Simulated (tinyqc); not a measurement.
Conductance steps with and without the scatterer: conductance of a narrow metal strip with scatterers (square lattice, Green functions).

A strip of W sites across with hard walls, site energy 0 and hopping -t. Mode n = 1 to W has profile chi_n(j) = sqrt(2/(W + 1)) sin(n j pi/(W + 1)) and energy en = -2t cos(n pi/(W + 1)); E = en - 2t cos(kn a). With z_n = exp(i kn a) (Im k > 0 for closed modes, |z| < 1) each lead gives the self-energy -t z_n in mode n. One column carries the site energies v, here a notch at the edge (a site raised out of reach). In the mode basis V_nm = sum_j chi_n(j) v_j chi_m(j), G = (E - en + 2 t z_n - V)^-1, and t_nm = 2t sqrt(sin(kn a) sin(km a)) G_nm in size for open modes. T = sum |t_nm|^2, conductance (2e^2/h) T.

Values chosen for the exercise (out of a larger set: hopping and spacing of the size met in Cu or Al; the lattice is a model; not measured data): t = 1.82 eV (hopping); W = 3 (sites across); v = (50, 0, 0) eV (site energies in the scattering column).

E is varied across the lower half of the band.

Against energy:
```
E/t    E (eV)  open modes       T  reflected
-3.30  -6.006           1  0.3665     0.6335
-2.95  -5.369           1  0.7426     0.2574
-2.65  -4.823           1  0.8604     0.1396
-2.30  -4.186           1  0.9409     0.0591
-1.95  -3.549           2  1.0104     0.9896
-1.65  -3.003           2  1.0604     0.9396
-1.30  -2.366           2  1.1263     0.8737
-0.95  -1.729           2  1.2445     0.7555
-0.65  -1.183           2  1.6338     0.3662
-0.30  -0.546           3  2.0032     0.9968
0.05    0.091           3  2.0036     0.9964
```

What can be read from this table?

The clean strip goes from 1 to 3 open modes. The reflected flux ranges from 0.059 (E/t = -2.3) to 0.997 (E/t = -0.3). A scatterer on one site acts on one combination of modes only, so it can reflect at most one unit.

Computed by tinyqc, a small Python program: `OMP_NUM_THREADS=1 python tinyqc.py 1451267 1451268 out.jsonl` (the numbers bound the seed that draws the inputs); one thread of a shared host (Intel(R) Xeon(R) Processor @ 2.30GHz), about 0.01 s for the whole set of steps.
